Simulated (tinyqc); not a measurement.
Inside a calculation. Model: grain-boundary trapping model (Seto) of a polycrystalline semiconductor film. Computed by tinyqc, a small Python program that keeps every step. Command: `OMP_NUM_THREADS=1 python tinyqc.py 3008956 3008957 out.jsonl poly walk`. One thread of a shared host (Intel(R) Xeon(R) Processor @ 2.30GHz), about 0.01 s of CPU time with the checks. Intermediate numbers are printed to about 6 digits and carried at full precision; extremes and crossings named in words are read from the listed rows.

Grains of equal size L are joined by thin boundaries with one trap level. Trapped carriers deplete a width W on each side and raise a barrier, crossed by thermionic emission. Dopants are fully ionised, statistics are non-degenerate and mu_g does not depend on T.

Inputs (values chosen for the exercise, modelled on polycrystalline ZnO): permittivity eps = 8.3; effective mass m = 0.3 m_0; effective density of states at 300 K, N_c = 3.8e+18 1/cm^3; grain size L = 52 nm; trap density Q_t = 4.1e+11 1/cm^2; trap level E_t below the band edge = 0.48 eV; doping N = 1.8e+16 1/cm^3; mobility inside the grains mu_g = 120 cm^2/(V s); temperature T = 350 K.

Grain interior: resistance included.

Constants: e = 1.602176634e-19 C; eps_0 = 8.8541878128e-12 F/m; k_B = 8.617333262e-05 eV/K; m_0 = 9.1093837015e-31 kg; k_B = 1.380649e-23 J/K.

## Critical doping

If all traps fill, the grain is just depleted at N* = Q_t/L, with the barrier e Q_t L/(8 eps eps_0).

N* = 7.88462e+16 1/cm^3

barrier at N* with all traps filled = 0.0581006 V

The traps stay filled only while e V_B is below E_t - k_B T ln(N_c(T)/N*) = 0.356 eV. The barrier above stays below that, so nearly all traps can fill.

## Barrier

N_c(T) = N_c (T/300 K)^(3/2). Filled traps Q = Q_t/(1 + (1/2) exp((E_t* - E_F)/k_B T)), where E_t* = e V_B - E_t and E_F are counted from the band edge at the grain centre. Partial depletion: Q = 2 N W, V_B = e N W^2/(2 eps eps_0), E_F = k_B T ln(N/N_c); solve for W. If that W would exceed L/2 the grain is fully depleted: W = L/2, Q = N L, and E_F follows from the trap equation. Centre density n_0 = N_c exp(E_F/k_B T).

depletion width W = 26 nm

barrier V_B = 0.0132639 V

E_F = -0.524377 eV

centre density n_0 = 1.34744e+11 1/cm^3

The grain is fully depleted, and n_0 is 7.49e-6 of N.

## Resistivity and effective mobility

Boundary: sigma_b = L e^2 n_0 exp(-e V_B/k_B T)/sqrt(2 pi m k_B T); drift through the grain, depleted parts included: rho_g = [(1 - 2W/L) + (2W/L) int_0^1 exp(y^2 s^2) ds]/(e n_0 mu_g); rho = 1/sigma_b + rho_g. Mean carrier density n_av = n_0 [(1 - 2W/L) + (2W/L) (sqrt(pi)/2) erf(y)/y], y = sqrt(e V_B/k_B T); effective mobility 1/(e n_av rho).

boundary resistivity = 78619.3 ohm cm

drift resistivity rho_g = 450915 ohm cm

resistivity rho = 529535 ohm cm

mean carrier density = 1.17347e+11 1/cm^3

effective mobility = 100.444 cm^2/(V s)

A single crystal with the same N and mu_g would have 2.89 ohm cm, a factor 183000 lower.

## Activation energy

E_a = d ln(rho)/d(1/k_B T) from T - 5 K and T + 5 K; temperature coefficient d ln(rho)/dT.

activation energy E_a = 0.515925 eV

temperature coefficient = -4.88840 %/K

E_a is close to the trap depth E_t = 0.48 eV, since carriers must leave the traps.

## Against the doping

The formulas are those given above.

The same film:
```
N (1/cm^3)   W (nm)    V_B (V)  mean density (1/cm^3)  mobility (cm^2/(V s))  rho (ohm cm)
2.40e+15    26.0000  0.0017685            9.58025e+09                105.563   6.17163e+06
7.90e+15    26.0000  0.0058214            3.72194e+10                104.096   1.61096e+06
2.00e+16    26.0000  0.0147377            1.39549e+11                 99.584   4.49135e+05
3.90e+16    26.0000  0.0287386            5.62886e+11                 89.505   1.23886e+05
6.30e+16    26.0000  0.0464238            3.57572e+12                 73.498   2.37492e+04
9.50e+16    21.5786  0.0482197            6.73415e+16                 70.019   1.32371e+00
1.60e+17    12.8124  0.0286310            1.40806e+17                 87.884   5.04381e-01
3.20e+17     6.4062  0.0143156            3.09118e+17                 98.895   2.04169e-01
7.90e+17     2.5949  0.0057987            7.85226e+17                103.560   7.67546e-02
3.20e+18     0.6406  0.0014316            3.19877e+18                105.491   1.84966e-02
```

The barrier peaks among these rows at N = 9.5e16 (0.048 V) and the mobility has its minimum at 9.5e16; N* is 7.9e16. While the grain is fully depleted (W = L/2) V_B grows as N; once all traps are filled it falls as 1/N (last exponent -1.00). Partly depleted rows (W < L/2) with e V_B below 2 k_B T stretch the depletion approximation. Where N approaches N_c the non-degenerate statistics fail. rho drops most steeply, as N^-23.8, between 6.3e16 and 9.5e16.

Checks made by the program: charge in the traps against the depleted charge (relative difference below 1e-10).
